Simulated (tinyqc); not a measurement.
## Scattering mobility, thermal velocity and mass from two apparent mobilities

Question. 1/mu_app = 1/mu_0 + 1/mu_B with the ballistic mobility mu_B = vT L/(2 Vt) and vT = sqrt(2 kB T/(pi m)) (non-degenerate carriers); the mean free path is 2 Vt mu_0/vT. Find mu_0, vT, m and the mean free path.

Parameters, values chosen for the exercise: temperature T = 273 K.

Constants: q = 1.602176634e-19 C, kB = 1.380649e-23 J/K, m0 = 9.1093837015e-31 kg, Vt = kB T/q. Results are converted to the units shown.

apparent mobility at L = 40 and 200 nm (cm^2/(V s)): [746.15216, 2281.7786]

Solution. 1/mu_app is linear in 1/L: the slope is 2 Vt/vT and the intercept 1/mu_0.

mu_0 = 4700 cm^2/(V s)
vT = 1.043e7 cm/s
m = 0.2420 m0
mean free path = 212.0 nm

Computed by the program tinyqc: `OMP_NUM_THREADS=1 python tinyqc.py 2380148 2380149 out.jsonl`, one thread of a shared Intel Xeon 2.30GHz, about 0.01 s for the whole run.
